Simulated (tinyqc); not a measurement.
Inside a calculation. Model: composition and strain of an epitaxial Si(1-x)Ge(x) layer from Raman and X-ray peaks. Computed by tinyqc, a small Python program that keeps every step. Command: `OMP_NUM_THREADS=1 python tinyqc.py 3008701 3008702 out.jsonl epiraman walk`. One thread of a shared host (Intel(R) Xeon(R) Processor @ 2.30GHz), about 0.01 s of CPU time with the checks. Intermediate numbers are printed to about 5 digits and carried at full precision; extremes and crossings named in words are read from the listed rows.

A (001) layer, biaxially strained in the plane. The Raman peaks follow empirical lines omega = w0 + c1 x + c3 x^3 + b eps (c3 for Si-Ge alone), with eps the in-plane strain.

Inputs (values chosen for the exercise, modelled on silicon-germanium):

| quantity | value | unit |
|---|---|---|
| Ge fraction x | 0.1 | - |
| degree of relaxation R | 0.87 | - |
| lattice constant of Si | 5.431 | angstrom |
| lattice constant of Ge | 5.658 | angstrom |
| bowing B | 0.026 | angstrom |
| 2 C12/C11 of Si | 0.767 | - |
| 2 C12/C11 of Ge | 0.747 | - |
| Si-Si: w0 | 520.7 | 1/cm |
| Si-Si: c1 | -64.4 | 1/cm |
| Si-Si: strain coefficient b | -760 | 1/cm |
| Si-Ge: w0 | 400 | 1/cm |
| Si-Ge: c1 | 24.5 | 1/cm |
| Si-Ge: c3 | -33.6 | 1/cm |
| Si-Ge: strain coefficient b | -586 | 1/cm |
| Ge-Ge: w0 | 280.3 | 1/cm |
| Ge-Ge: c1 | 20 | 1/cm |
| Ge-Ge: strain coefficient b | -427 | 1/cm |
| uncertainty of a Raman peak | 0.3 | 1/cm |
| X-ray wavelength | 1.540598 | angstrom |

Substrate: silicon. Pair of peaks used: Si-Ge and Ge-Ge.

## Lattice constants and strain

Relaxed lattice constant a(x) = a_Si + (a_Ge - a_Si) x - B x (1 - x). In-plane constant a_par = a_sub + R (a(x) - a_sub); eps = a_par/a(x) - 1; eps_perp = -(2 C12/C11) eps with 2 C12/C11 linear in x; a_perp = a(x) (1 + eps_perp).

relaxed constant a(x) = 5.45136 angstrom

substrate constant a_sub = 5.431 angstrom

a_par = 5.4487 angstrom

in-plane strain eps = -0.48553 per mille

strain along the normal = 0.37143 per mille

a_perp = 5.4534 angstrom

The layer is under compression in the plane and is stretched along the normal.

## Raman peaks

Insert x and eps in the three lines; the strain part is b eps.

Si-Si peak = 514.63 1/cm

Si-Ge peak = 402.70 1/cm

Ge-Ge peak = 282.51 1/cm

strain parts (1/cm): Si-Si 0.36900, Si-Ge 0.28452, Ge-Ge 0.20732

Read as unstrained, the Si-Si peak would give x = 0.094 in place of 0.1. Caution: near either end one of the like-atom peaks is weak, since its intensity follows the number of such bonds.

## X-ray (004) reflection

Bragg angle theta = arcsin(2 lambda/a) for (004), for the substrate with a_sub and the layer with a_perp; separation in arc seconds.

theta of the substrate = 34.565 degree

theta of the layer = 34.403 degree

separation, layer less substrate = -582.74 arcsec

## Back from two peaks to composition and strain

Unknowns x and eps (per mille). Newton steps: J d = (measured - model), J = [d omega/dx, d omega/d eps] for the two peaks; start at x = 0.5, eps = 0; stop when |d| < 1e-9. The peaks are rounded to 0.001 per cm; R = (a(x)(1 + eps) - a_sub)/(a(x) - a_sub).

peaks used (1/cm): Si-Ge 402.701, Ge-Ge 282.507

Iterations:

| step | x | eps (per mille) | residual 1 (1/cm) | residual 2 (1/cm) |
|---|---|---|---|---|
| 0 | 0.50000 | 0.0000 | -5.3490e+00 | -7.793 |
| 1 | 0.31008 | 9.3549 | 1.5878e+00 | 0.000 |
| 2 | 0.18445 | 3.4707 | 4.2667e-01 | 0.000 |
| 3 | 0.11754 | 0.3367 | 7.3173e-02 | 0.000 |
| 4 | 0.10068 | -0.4530 | 3.2071e-03 | 0.000 |
| 5 | 0.09987 | -0.4909 | 6.6082e-06 | 0.000 |
| 6 | 0.09987 | -0.4909 | 2.8137e-11 | 0.000 |

recovered x = 0.099868

recovered eps = -0.49094 per mille

recovered R = 0.868

## Which pair of peaks is best

For each pair invert J = [d omega/dx, d omega/d eps] at the true x. Independent errors of the given size in both peaks give sigma_x and sigma_eps = uncertainty x (norm of the rows of the inverse of J).

Error propagation:

| pair | det J | sigma_x | sigma_eps (per mille) |
|---|---|---|---|
| Si-Si and Si-Ge | 55.59232 | 0.0051789 | 0.36993 |
| Si-Si and Ge-Ge | 42.6988 | 0.0061248 | 0.47379 |
| Si-Ge and Ge-Ge | 1.688916 | 0.12879 | 5.4803 |

The pair Si-Si and Si-Ge fixes x best (sigma_x = 0.0052) and Si-Ge and Ge-Ge worst (0.13), a factor 25. Strain moves all peaks the same way, so a good pair needs different ratios of composition slope to strain coefficient, best of opposite sign; the slopes here are -64.4, 23.5 and 20 per cm for Si-Si, Si-Ge and Ge-Ge. Errors in the coefficients themselves are not counted.

## Relaxation at fixed composition

(004) Bragg angle theta = arcsin(2 lambda/a), with a = a_perp for the layer and a_sub for the substrate; separation = layer less substrate. The apparent x is the one that a fully strained layer (R = 0) would need to give the same a_perp.

Signatures:

| R | eps (per mille) | Si-Si (1/cm) | Ge-Ge (1/cm) | a_perp (angstrom) | (004) separation (arcsec) | apparent x if R = 0 is assumed |
|---|---|---|---|---|---|---|
| 0.00 | -3.7348 | 517.10 | 283.89 | 5.4669 | -932.64 | 0.10000 |
| 0.15 | -3.1746 | 516.67 | 283.66 | 5.4646 | -872.46 | 0.09357 |
| 0.30 | -2.6144 | 516.25 | 283.42 | 5.4623 | -812.22 | 0.08713 |
| 0.50 | -1.8674 | 515.68 | 283.10 | 5.4591 | -731.81 | 0.07852 |
| 0.70 | -1.1205 | 515.11 | 282.78 | 5.4560 | -651.28 | 0.06990 |
| 0.85 | -0.5602 | 514.69 | 282.54 | 5.4537 | -590.81 | 0.06343 |
| 1.00 | 0.0000 | 514.26 | 282.30 | 5.4514 | -530.27 | 0.05694 |

Full relaxation moves the Si-Si peak by -2.84 per cm and shrinks the X-ray separation to 57 % of its strained value, about 1/(1 + 2 C12/C11). A symmetric reflection alone cannot part x from R: a relaxed layer read as strained gives x = 0.057 in place of 0.1. An asymmetric reflection or a second peak is needed.

Checks made by the program: recovered composition (relative difference 1e-03).
